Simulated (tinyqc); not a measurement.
# Voltage acceleration of oxide breakdown, four models on the same data, step by step

tinyqc, about 0.01 s, one thread, Intel Xeon 2.30GHz (shared host): `OMP_NUM_THREADS=1 python tinyqc.py 2070038 2070039 out.jsonl` Printed values are rounded.

Field E = V/tox in MV/cm. Models: ln(t63/1 s) = a - c X with X = E (E model), -1/E (1/E model), ln V (power law, c the exponent n) or sqrt(E).

Values chosen for this exercise: oxide thickness tox = 5.5 nm; use voltage Vu = 2.7 V; stress temperature Ts = 423 K; use temperature Tu = 378 K; activation energy Ea = 0.52 eV; factor for area and percentile ks = 6.3e-6.

Constants: q = 1.602176634e-19 C, kB = 1.380649e-23 J/K. Results are converted to the units shown.

Range of the model: All four laws are empirical fits; none is established far below the stress range.

## Fitting the models

| stress | V (V) | t63 (s) |
|---|---|---|
| 0 | 4.4 | 8.357e7 |
| 1 | 5.52 | 3200 |
| 2 | 6.09 | 76.04 |

The three stress times were made with the 1/E model, c = 401, and are treated as data. For each model fit ln t63 on X by least squares over the three points.

| model | c | a | largest misfit in ln t63 (0: below 0.002) |
|---|---|---|---|
| E | 4.59182 | 54.7690 | 0.612941 |
| 1/E | 401.001 | -31.8839 | 0.000000 |
| power | 43.1530 | 82.0877 | 0.295116 |
| sqrt E | 28.1939 | 97.8412 | 0.451482 |

The worst misfit of any model is 0.61 in ln t63, a factor of 1.85 in time, comparable to the scatter of t63 from small samples, so such data hardly tell the models apart.

## Projection to use conditions

Project to Vu, multiply by exp[(Ea q/kB)(1/Tu - 1/Ts)] and by ks; ten years are 3.15576e8 s. The largest voltage for ten years solves the same relation for V.

temperature factor = 5.46457

| model | lifetime (years) | largest voltage for ten years (V) |
|---|---|---|
| E | 108.133 | 2.98517 |
| 1/E | 4.63759e9 | 3.57280 |
| power | 1.18405e5 | 3.35550 |
| sqrt E | 2513.74 | 3.19891 |

The lifetimes span 7.63 decades, from the E model (most cautious) to the 1/E model; the allowed voltage spans 2.99 to 3.57 V. 4 of the four models pass ten years at Vu. Lifetimes beyond a thousand years are formal extrapolations.
